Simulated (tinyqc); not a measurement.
From results back to parameters: Kronig-Penney superlattice by transfer matrices. Four cases, with inputs chosen for the exercise.

Problem. The bottom of the first miniband was computed from a hidden barrier width b.

Wells (width a, potential 0, mass mw) alternate with barriers (width b, height V0, mass mb); period d = a + b; c = hbar^2/2m0. The vector (psi, psi'/m) is continuous, and a layer of thickness t carries it by M = [[cos kt, (m/k) sin kt], [-(k/m) sin kt, cos kt]] with k = sqrt(m (E - V)/c); for E < V, k = i kappa gives [[cosh, (m/kappa) sinh], [(kappa/m) sinh, cosh]] of kappa t. A Bloch state obeys cos(q d) = tr(Mb Mw)/2.

Constants: hbar^2/2m0 = 3.80998211 eV angstrom^2.

Case 1.

Values chosen (near those of a GaAs superlattice with barriers of AlGaAs; not measured data):
- a = 113 angstrom (well width)
- V0 = 0.251 eV (barrier height)
- mw = 0.0663 m0 (mass in the wells)
- mb = 0.0927 m0 (mass in the barriers)

bottom of band 1 = 0.0247117 eV

Case 2.

Values chosen (near those of a GaAs superlattice with barriers of AlGaAs; not measured data):
- a = 98 angstrom (well width)
- V0 = 0.194 eV (barrier height)
- mw = 0.0667 m0 (mass in the wells)
- mb = 0.0869 m0 (mass in the barriers)

bottom of band 1 = 0.0284740 eV

Case 3.

Values chosen (near those of the light valleys of a Si film between layers of SiO2; not measured data):
- a = 12 angstrom (well width)
- V0 = 3.1 eV (barrier height)
- mw = 0.19 m0 (mass in the wells)
- mb = 0.518 m0 (mass in the barriers)

bottom of band 1 = 0.4804917 eV

Case 4.

Values chosen (near those of the light valleys of a Si film between layers of SiO2; not measured data):
- a = 12 angstrom (well width)
- V0 = 2.969 eV (barrier height)
- mw = 0.186 m0 (mass in the wells)
- mb = 0.494 m0 (mass in the barriers)

bottom of band 1 = 0.4796868 eV

Find: k; kappa; tanh(kappa b/2); b.

Solution. At q = 0 the lowest state is even about the centres of well and barrier: cos(kz) joins cosh, so (k/mw) tan(k a/2) = (kappa/mb) tanh(kappa b/2), which gives b.

Case 1.

k = 0.02074 1/angstrom
kappa = 0.07420 1/angstrom
tanh(kappa b/2) = 0.9264
b = 44.0 angstrom

Case 2.

k = 0.02233 1/angstrom
kappa = 0.06144 1/angstrom
tanh(kappa b/2) = 0.9165
b = 51.0 angstrom

Case 3.

k = 0.15480 1/angstrom
kappa = 0.59678 1/angstrom
tanh(kappa b/2) = 0.9458
b = 6.0 angstrom

Case 4.

k = 0.15303 1/angstrom
kappa = 0.56812 1/angstrom
tanh(kappa b/2) = 0.9360
b = 6.0 angstrom

Computed by tinyqc, one run a case: `OMP_NUM_THREADS=1 python tinyqc.py N N+1 out.jsonl` with N = 1280838, 1280857, 1280910, 1280939; one thread of a shared Intel(R) Xeon(R) Processor @ 2.30GHz, about 0.08 s a run at most.
